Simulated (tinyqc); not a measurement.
## Internal photoemission over an interface barrier: threshold and yield against field

Electrons are excited from a metal over the barrier Phi(F) = P0 - sqrt(q F/(4 pi eps0 ei)), whose top lies at xm = sqrt(q/(16 pi eps0 ei F)). The yield is Y = A (hv - Phi)^p exp(-xm/l), with A = 1 here.

The yield is taken at hv = 3.26 eV.

Inputs (values chosen for the exercise); dielectric values close to those of aluminium oxide:

| symbol | value | unit | meaning |
|---|---|---|---|
| P0 | 2.96 | eV | barrier at zero field |
| ei | 3.37 |  | image-force permittivity |
| p | 2 |  | exponent of the yield |
| l | 3.9 | nm | scattering length in the image well |

Constants: q = 1.602176634e-19 C, eps0 = 8.8541878128e-14 F/cm where lengths are in cm. Results are converted to the units shown.

Threshold and yield against field:
```
F (MV/cm)  sqrt(F) ((MV/cm)^0.5)  Phi (eV)  xm (nm)        Y
0.1                       0.3162     2.895    3.268  0.05774
0.19                      0.4359     2.870    2.371  0.08285
0.35                      0.5916     2.838    1.747   0.1139
0.64                      0.8000     2.795    1.292   0.1555
1.2                        1.095     2.734   0.9435   0.2176
2.1                        1.449     2.660   0.7132   0.2994
3.9                        1.975     2.552   0.5234   0.4386
7.2                        2.683     2.405   0.3852   0.6618
```

Read the table: what changes, and by how much?

Phi is linear in sqrt(F) with slope -0.207 eV and intercept P0 = 2.96 eV. The yield grows by a factor of 11.5, of which 2.09 comes from less scattering, as xm shrinks from 3.27 to 0.385 nm, and the rest from the lower barrier. For F = 7.2 xm is within about two atomic layers of the interface, where the classical image potential fails.

Program tinyqc, `OMP_NUM_THREADS=1 python tinyqc.py 2410031 2410032 out.jsonl`; Intel Xeon 2.30GHz, shared host, one thread, about 0.01 s.
